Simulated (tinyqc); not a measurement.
Dopants and charged point defects at anneal temperature: Fermi-level effect, clustering and pairing: one step, computed by the program tinyqc.

Boltzmann statistics and full ionisation of active dopants. Energies are counted from the valence band; the defect (a vacancy or self-interstitial) has five charge states, with all degeneracy factors one.

Problem. Charged defects. C_0 = N_s exp(S_f/k_B) exp(-H_f/k_B T). Ratios to the neutral state at E_F = E_i: r_+ = exp((E(+/0) - E_i)/k_B T), r_2+ = r_+ exp((E(2+/+) - E_i)/k_B T), r_- = exp((E_i - E(0/-))/k_B T), r_2- = r_- exp((E_i - E(-/2-))/k_B T); at other E_F state q scales as chi^(-q). The enhancement is sum r_q chi^(-q)/sum r_q. The charge on the defects is left out of neutrality.

Inputs (values chosen for the exercise, with bands modelled on 4H-SiC):
```
quantity                                        value   unit
anneal temperature T                             1460      K
formation enthalpy of the neutral defect H_f     4.86     eV
formation entropy S_f                             3.8    k_B
site density N_s                              3.4e+22  cm^-3
```

Dopant: donor. Second part: pairing with a mobile impurity.

defect levels as fractions of E_g(T): (2+/+), (+/0), (0/-), (-/2-): 0.14  0.16  0.56  0.61

E_g = 3.006442 eV

k_B T = 0.1258131 eV

n_i = 2.499204e+15 cm^-3

E_i = 1.593396 eV

chi = 2080.663

Give: neutral defects C_0; Charge states; all defects, doped; enhancement over intrinsic; mean charge.

Solution.

neutral defects C_0 = 2.54e+07 cm^-3

Charge states:
```
state   ratio r  intrinsic (cm^-3)  doped (cm^-3)
2+     1.30e-08           3.30e-01       7.62e-08
+      1.45e-04           3.68e+03       1.77e+00
0      1.00e+00           2.54e+07       2.54e+07
-      4.88e-01           1.24e+07       2.58e+10
2-     7.22e-02           1.84e+06       7.95e+12
```

all defects, doped = 7.97e+12 cm^-3

enhancement over intrinsic = 2.01e+05

mean charge = -2.00 e

Doping leaves the neutral state alone and multiplies the total by 201000; the most common state is 2- (in intrinsic material 0).
